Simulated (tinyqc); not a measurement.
## Resistance of a source-drain extension with a graded tip: abruptness at a fixed junction position

y runs along the channel, the gate covers y > 0. The doping is N0 for y < y0 and N0 10^(-(y - y0)/la) beyond, uniform over the depth xj. Sheet conductance s(y) = q mu(N) max(N - Nch, 0) xj + (for y > 0) ma Cox Vo, with mu(N) = u0 + (u1 - u0)/(1 + (N/Nr)^au) and Cox = eps0 eox/tox. Current is taken as one-dimensional; depletion of the tip, spreading and the contact are left out. The metallurgical junction lies at yj, where N = Nch.

R_spacer = integral of dy/s from -Ls to 0, R_ov from 0 to yj, R_channel = (Lg - 2 yj)/(ma Cox Vo), R_total = 2 R_spacer + 2 R_ov + R_channel. Electrical length L_eff = ma Cox dR_total/d(1/Vo); R_series = R_total - L_eff/(ma Cox Vo). y0 is moved with la so that yj stays at 11.800 nm.

Inputs (values chosen for the exercise); mobility law close to that of electrons in silicon: relative permittivity of the gate insulator (close to zirconium oxide) eox = 25.4; insulator thickness tox = 10 nm; active doping of the extension far from the gate N0 = 1.3e20 cm^-3; depth of the extension xj = 21 nm; channel doping Nch = 1.3e18 cm^-3; spacer length Ls = 19 nm; gate overdrive Vo = 0.74 V; mobility of the gate-induced layer ma = 240 cm^2/(V s); mobility at low doping u1 = 1414 cm^2/(V s); mobility at high doping u0 = 68.5 cm^2/(V s); reference doping Nr = 9.2e16 cm^-3; exponent au = 0.711; gate length Lg = 90 nm.

Constants: q = 1.602176634e-19 C, eps0 = 8.8541878128e-14 F/cm where lengths are in cm. Results are converted to the units shown.

The same in every row: yj (nm) = 11.80; R_channel (ohm um) = 166.2.

Result of one run:

| R_spacer (ohm um) | R_ov (ohm um) | R_total (ohm um) | L_eff (nm) | R_series (ohm um) |
|---|---|---|---|---|
| 5.767 | 15.27 | 208.3 | 74.31 | 22.27 |

Which lateral abruptness la gave this result: 1, 2.3, 3.6, 6.1 or 7.4 nm/decade?

la = 6.1 nm/decade.

The whole series:

| la (nm/decade) | R_spacer (ohm um) | R_ov (ohm um) | R_total (ohm um) | L_eff (nm) | R_series (ohm um) |
|---|---|---|---|---|---|
| 1 | 5.758 | 5.172 | 188.1 | 67.93 | 18.04 |
| 2.3 | 5.758 | 7.748 | 193.3 | 69.55 | 19.12 |
| 3.6 | 5.758 | 10.32 | 198.4 | 71.18 | 20.19 |
| 4.9 | 5.758 | 12.90 | 203.6 | 72.81 | 21.27 |
| 6.1 | 5.767 | 15.27 | 208.3 | 74.31 | 22.27 |
| 7.4 | 6.294 | 17.47 | 213.8 | 75.85 | 23.86 |
| 8.7 | 7.673 | 19.14 | 219.9 | 77.21 | 26.57 |
| 10 | 9.890 | 20.42 | 226.9 | 78.37 | 30.66 |

As la goes from 1 to 10 nm/decade, R_total rises from 188 to 227 ohm um, R_spacer rises from 5.76 to 9.89 ohm um and R_ov rises from 5.17 to 20.4 ohm um. R_total changes on average by 4.31 ohm um for each nm/decade. L_eff exceeds the metallurgical length by 1.53 nm in the first row and 12.0 nm in the last, since the gate also controls the lightly doped tips.

Numbers from tinyqc (`OMP_NUM_THREADS=1 python tinyqc.py 2282121 2282122 out.jsonl`; about 0.03 s on one thread of a shared Intel Xeon 2.30GHz).
